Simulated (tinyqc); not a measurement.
RKS/BP86 in the 3-21g basis, for H2, spin multiplicity 1, step by step. Computed by tinyqc, a small Python program that keeps every step (integrals from PySCF). Settings: charge = 0, multiplicity = 1, basis = 3-21g, energy threshold = 1e-10, iteration cap = 60, orthogonalisation = symmetric, start = Wolfsberg-Helmholz matrix, DIIS depth = 6, DIIS from iteration = 2, method = RKS, functional = b88,p86, grid = [20, 50]. Command: `OMP_NUM_THREADS=1 python tinyqc.py 24841 24842 out.jsonl` (the two numbers bound the seeds that draw the settings). One thread of a shared host (Intel(R) Xeon(R) Processor @ 2.60GHz), about 0.2 s of CPU time with the checks. Later iterations appear only in the table of the cycle.

## One-electron integrals

Geometry (angstrom):

| atom | x | y | z |
|---|---|---|---|
| H | 0.000000 | 0.000000 | 0.000000 |
| H | 0.000000 | 0.000000 | 1.213000 |

Basis 3-21g: exponents (1/bohr^2) and contraction coefficients of normalised primitives:

| element | l (shell) | exponent | coefficient |
|---|---|---|---|
| H | s (1) | 5.447178 | 0.156285 |
| H | s (1) | 0.824547 | 0.904691 |
| H | s (2) | 0.183192 | 1.000000 |

Overlap, kinetic and nuclear-attraction integrals over the contracted functions; the nuclear repulsion is the sum of Za Zb / Rab.

nuclear repulsion = 0.43625491 hartree

overlap S, lower triangle:
```
          1H 1s     1H 2s     2H 1s     2H 2s
1H 1s  1.000000
1H 2s  0.645899  1.000000
2H 1s  0.097451  0.291838  1.000000
2H 2s  0.291838  0.617993  0.645899  1.000000
```

kinetic energy T (hartree), lower triangle:
```
           1H 1s     1H 2s     2H 1s     2H 2s
1H 1s   1.549405
1H 2s   0.293152  0.274788
2H 1s  -0.063353  0.062172  1.549405
2H 2s   0.062172  0.115331  0.293152  0.274788
```

nuclear attraction V (hartree), lower triangle:
```
           1H 1s      1H 2s      2H 1s      2H 2s
1H 1s  -2.157161
1H 2s  -1.064135  -1.097560
2H 1s  -0.168044  -0.486209  -2.157161
2H 2s  -0.486209  -0.726262  -1.064135  -1.097560
```

core Hamiltonian H = T + V (hartree), lower triangle:
```
           1H 1s      1H 2s      2H 1s      2H 2s
1H 1s  -0.607757
1H 2s  -0.770983  -0.822772
2H 1s  -0.231397  -0.424037  -0.607757
2H 2s  -0.424037  -0.610931  -0.770983  -0.822772
```

## Two-electron integrals

Functions are numbered as in S; the eight-fold symmetry (ij|kl) = (ji|kl) = (kl|ij) leaves the list below.

Two-electron integrals (ij|kl) in chemists' order, unique and non-zero (hartree):
```
(11|11) 1.140145   (21|11) 0.611403   (21|21) 0.345152   (22|11) 0.626370
(22|21) 0.380329   (22|22) 0.482957   (31|11) 0.074845   (31|21) 0.044495
(31|22) 0.053191   (31|31) 0.009704   (32|11) 0.149804   (32|21) 0.094286
(32|22) 0.128997   (32|31) 0.022931   (32|32) 0.069916   (33|11) 0.435281
(33|21) 0.279390   (33|22) 0.404707   (33|31) 0.074845   (33|32) 0.265550
(33|33) 1.140145   (41|11) 0.265550   (41|21) 0.151253   (41|22) 0.169192
(41|31) 0.022931   (41|32) 0.049700   (41|33) 0.149804   (41|41) 0.069916
(42|11) 0.340552   (42|21) 0.209734   (42|22) 0.276157   (42|31) 0.037196
(42|32) 0.100880   (42|33) 0.340552   (42|41) 0.100880   (42|42) 0.184449
(43|11) 0.279390   (43|21) 0.178447   (43|22) 0.256117   (43|31) 0.044495
(43|32) 0.151253   (43|33) 0.611403   (43|41) 0.094286   (43|42) 0.209734
(43|43) 0.345152   (44|11) 0.404707   (44|21) 0.256117   (44|22) 0.364144
(44|31) 0.053191   (44|32) 0.169192   (44|33) 0.626370   (44|41) 0.128997
(44|42) 0.276157   (44|43) 0.380329   (44|44) 0.482957
```

## Orthogonalisation

S = U s U^T; symmetric (Loewdin) form X = U s^(-1/2) U^T, so that X^T S X = 1.

eigenvalues of S: 0.202846  0.384536  1.081710  2.330908

X, lower triangle:
```
           1H 1s      1H 2s      2H 1s     2H 2s
1H 1s   1.239985
1H 2s  -0.484254   1.484729
2H 1s   0.021876   0.022884   1.239985
2H 2s   0.022884  -0.478977  -0.484254  1.484729
```

## Starting guess

The start is the generalised Wolfsberg-Helmholz matrix (K = 1.75) built on H; D = 2 C_occ C_occ^T.

D at the start, lower triangle:
```
          1H 1s     1H 2s     2H 1s     2H 2s
1H 1s  0.043238
1H 2s  0.136443  0.430566
2H 1s  0.043238  0.136443  0.043238
2H 2s  0.136443  0.430566  0.136443  0.430566
```

## Iteration 1: exchange-correlation on the grid

Becke grid with 20 radial and 50 angular points per atom, points of zero weight dropped. rho = sum D_ij phi_i phi_j; V_xc,ij = sum w v_xc phi_i phi_j plus the gradient terms; v_xc is d(rho eps)/d rho at fixed gradient.

The 12 grid points with the largest w rho, of 1988 (bohr, atomic units):

| x | y | z | w | rho | \|grad rho\|^2 | eps_xc | v_xc |
|---|---|---|---|---|---|---|---|
| 0.000000 | -0.869890 | 0.869890 | 0.112974 | 0.049726 | 0.002962 | -0.325373 | -0.411012 |
| 0.869890 | 0.000000 | 0.869890 | 0.112974 | 0.049726 | 0.002962 | -0.325373 | -0.411012 |
| -0.869890 | 0.000000 | 0.869890 | 0.112974 | 0.049726 | 0.002962 | -0.325373 | -0.411012 |
| 0.000000 | 0.869890 | 0.869890 | 0.112974 | 0.049726 | 0.002962 | -0.325373 | -0.411012 |
| 0.869890 | 0.000000 | 1.422348 | 0.112974 | 0.049726 | 0.002962 | -0.325373 | -0.411012 |
| -0.869890 | 0.000000 | 1.422348 | 0.112974 | 0.049726 | 0.002962 | -0.325373 | -0.411012 |
| 0.000000 | 0.869890 | 1.422348 | 0.112974 | 0.049726 | 0.002962 | -0.325373 | -0.411012 |
| 0.000000 | -0.869890 | 1.422348 | 0.112974 | 0.049726 | 0.002962 | -0.325373 | -0.411012 |
| -0.921978 | 0.921978 | 0.921978 | 0.192677 | 0.029006 | 0.001540 | -0.280822 | -0.344290 |
| -0.921978 | -0.921978 | 0.921978 | 0.192677 | 0.029006 | 0.001540 | -0.280822 | -0.344290 |
| 0.921978 | 0.921978 | 0.921978 | 0.192677 | 0.029006 | 0.001540 | -0.280822 | -0.344290 |
| 0.921978 | -0.921978 | 0.921978 | 0.192677 | 0.029006 | 0.001540 | -0.280822 | -0.344290 |

electrons on the grid, sum of w rho = 1.999864

E_xc = sum of w rho eps_xc = -0.54433814 hartree

V_xc (hartree), lower triangle:
```
           1H 1s      1H 2s      2H 1s      2H 2s
1H 1s  -0.470556
1H 2s  -0.267628  -0.303722
2H 1s  -0.044745  -0.124790  -0.470556
2H 2s  -0.124790  -0.202664  -0.267628  -0.303722
```

## Iteration 1: building the Kohn-Sham matrix

J_ij = sum D_kl (ij|kl); F = H + J + V_xc; E = tr D H + tr D J / 2 + E_xc + E_nn.

Coulomb J (hartree), lower triangle:
```
          1H 1s     1H 2s     2H 1s     2H 2s
1H 1s  1.168227
1H 2s  0.706892  0.906771
2H 1s  0.121946  0.334849  1.168227
2H 2s  0.334849  0.598833  0.706892  0.906771
```

Kohn-Sham matrix F (hartree), lower triangle:
```
           1H 1s      1H 2s      2H 1s      2H 2s
1H 1s   0.089915
1H 2s  -0.331720  -0.219722
2H 1s  -0.154196  -0.213978   0.089915
2H 2s  -0.213978  -0.214762  -0.331720  -0.219722
```

total energy of this density = -1.07914389 hartree

## Iteration 1: diagonalisation and new density

Diagonalise F' = X^T F X, C = X C', fill 1 alpha and 1 beta electrons from the bottom; D = 2 C_occ C_occ^T. Each column has its largest component positive (the first on a tie).

F' = X^T F X (hartree), lower triangle:
```
           1          2          3         4
1   0.473479
2  -0.513729   0.165710
3  -0.032925  -0.055950   0.473479
4  -0.055950  -0.112456  -0.513729  0.165710
```

orbital energies (hartree): MO1 -0.354789, MO2 -0.079505, MO3 0.848597, MO4 0.864074

coefficients C:
```
            MO1        MO2        MO3        MO4
1H 1s  0.254351   0.247726   0.915360  -0.899512
1H 2s  0.388193   0.873394  -0.679342   1.137474
2H 1s  0.254351  -0.247726   0.915360   0.899512
2H 2s  0.388193  -0.873394  -0.679342  -1.137474
```

D after iteration 1, lower triangle:
```
          1H 1s     1H 2s     2H 1s     2H 2s
1H 1s  0.129389
1H 2s  0.197475  0.301388
2H 1s  0.129389  0.197475  0.129389
2H 2s  0.197475  0.301388  0.197475  0.301388
```

## Iteration 2: exchange-correlation on the grid

As before.

The 12 grid points with the largest w rho, of 1988 (bohr, atomic units):

| x | y | z | w | rho | \|grad rho\|^2 | eps_xc | v_xc |
|---|---|---|---|---|---|---|---|
| 0.869890 | 0.000000 | 1.422348 | 0.112974 | 0.051443 | 0.005395 | -0.332189 | -0.411625 |
| 0.000000 | -0.869890 | 1.422348 | 0.112974 | 0.051443 | 0.005395 | -0.332189 | -0.411625 |
| 0.000000 | 0.869890 | 1.422348 | 0.112974 | 0.051443 | 0.005395 | -0.332189 | -0.411625 |
| -0.869890 | 0.000000 | 1.422348 | 0.112974 | 0.051443 | 0.005395 | -0.332189 | -0.411625 |
| -0.869890 | 0.000000 | 0.869890 | 0.112974 | 0.051443 | 0.005395 | -0.332189 | -0.411625 |
| 0.000000 | 0.869890 | 0.869890 | 0.112974 | 0.051443 | 0.005395 | -0.332189 | -0.411625 |
| 0.000000 | -0.869890 | 0.869890 | 0.112974 | 0.051443 | 0.005395 | -0.332189 | -0.411625 |
| 0.869890 | 0.000000 | 0.869890 | 0.112974 | 0.051443 | 0.005395 | -0.332189 | -0.411625 |
| 0.710262 | 0.710262 | 1.581976 | 0.118192 | 0.043833 | 0.004959 | -0.319440 | -0.389042 |
| -0.710262 | -0.710262 | 1.581976 | 0.118192 | 0.043833 | 0.004959 | -0.319440 | -0.389042 |
| 0.710262 | -0.710262 | 1.581976 | 0.118192 | 0.043833 | 0.004959 | -0.319440 | -0.389042 |
| -0.710262 | 0.710262 | 1.581976 | 0.118192 | 0.043833 | 0.004959 | -0.319440 | -0.389042 |

electrons on the grid, sum of w rho = 1.999822

E_xc = sum of w rho eps_xc = -0.60481956 hartree

V_xc (hartree), lower triangle:
```
           1H 1s      1H 2s      2H 1s      2H 2s
1H 1s  -0.510644
1H 2s  -0.280874  -0.300299
2H 1s  -0.046624  -0.130204  -0.510644
2H 2s  -0.130204  -0.200973  -0.280874  -0.300299
```

## Iteration 2: building the Kohn-Sham matrix

As before.

Coulomb J (hartree), lower triangle:
```
          1H 1s     1H 2s     2H 1s     2H 2s
1H 1s  1.255104
1H 2s  0.748784  0.938075
2H 1s  0.129622  0.354572  1.255104
2H 2s  0.354572  0.620748  0.748784  0.938075
```

Kohn-Sham matrix F (hartree), lower triangle:
```
           1H 1s      1H 2s      2H 1s      2H 2s
1H 1s   0.136703
1H 2s  -0.303074  -0.184996
2H 1s  -0.148399  -0.199669   0.136703
2H 2s  -0.199669  -0.191156  -0.303074  -0.184996
```

total energy of this density = -1.10911721 hartree

## Iteration 2: diagonalisation and new density

As before.

F' = X^T F X (hartree), lower triangle:
```
           1          2          3         4
1   0.519530
2  -0.509950   0.193311
3  -0.032843  -0.053753   0.519530
4  -0.053753  -0.109722  -0.509950  0.193311
```

orbital energies (hartree): MO1 -0.313513, MO2 -0.045222, MO3 0.883789, MO4 0.900629

coefficients C:
```
            MO1        MO2        MO3        MO4
1H 1s  0.247155   0.237609   0.917329  -0.902237
1H 2s  0.393516   0.886112  -0.676273   1.127595
2H 1s  0.247155  -0.237609   0.917329   0.902237
2H 2s  0.393516  -0.886112  -0.676273  -1.127595
```

D after iteration 2, lower triangle:
```
          1H 1s     1H 2s     2H 1s     2H 2s
1H 1s  0.122171
1H 2s  0.194519  0.309710
2H 1s  0.122171  0.194519  0.122171
2H 2s  0.194519  0.309710  0.194519  0.309710
```

## Iteration 5 (converged): orbitals

converged F (hartree), lower triangle:
```
           1H 1s      1H 2s      2H 1s      2H 2s
1H 1s   0.133499
1H 2s  -0.304968  -0.187257
2H 1s  -0.148771  -0.200603   0.133499
2H 2s  -0.200603  -0.192684  -0.304968  -0.187257
```

As before.

F' = X^T F X (hartree), lower triangle:
```
           1          2          3         4
1   0.516324
2  -0.510157   0.191505
3  -0.032844  -0.053897   0.516324
4  -0.053897  -0.109887  -0.510157  0.191505
```

orbital energies (hartree): MO1 -0.316224, MO2 -0.047500, MO3 0.881322, MO4 0.898061

coefficients C:
```
            MO1        MO2        MO3        MO4
1H 1s  0.247691   0.238345   0.917184  -0.902043
1H 2s  0.393120   0.885192  -0.676503   1.128317
2H 1s  0.247691  -0.238345   0.917184   0.902043
2H 2s  0.393120  -0.885192  -0.676503  -1.128317
```

D after iteration 5, lower triangle:
```
          1H 1s     1H 2s     2H 1s     2H 2s
1H 1s  0.122702
1H 2s  0.194745  0.309087
2H 1s  0.122702  0.194745  0.122702
2H 2s  0.194745  0.309087  0.194745  0.309087
```

## Convergence

Stop when the energy changes by less than 1e-10 hartree and every element of the error matrix X^T (F D S - S D F) X is below 3e-06.

Course of the cycle:

| iteration | E (hartree) | change | largest element of the error matrix |
|---|---|---|---|
| 1 | -1.07914389 | - | 1.38e-01 |
| 2 | -1.10911721 | -3.00e-02 | 9.40e-03 |
| 3 | -1.10925305 | -1.36e-04 | 7.56e-04 |
| 4 | -1.10925393 | -8.82e-07 | 4.05e-07 |
| 5 | -1.10925393 | -1.81e-13 | 2.18e-07 |

PySCF RKS in the same basis, fine grid = -1.10930608 hartree

Converged in 5 iterations. The coarse grid moves the energy by +5.21e-05 hartree.

## Populations, bond orders and dipole

Mulliken: Z minus the diagonal of D S on the atom; Loewdin: the same with S^(1/2) D S^(1/2); Mayer order: 2 sum_s sum (D(s) S)_ij (D(s) S)_ji over the two atoms.

Charges (e):

| atom | Mulliken | Loewdin |
|---|---|---|
| 1H | 0 | 0 |
| 2H | 0 | 0 |

Mayer bond orders:

| pair | order |
|---|---|
| 2-1 | 1.000000 |

dipole moment about the origin, x y z (debye): 0.000000  0.000000  0.000000
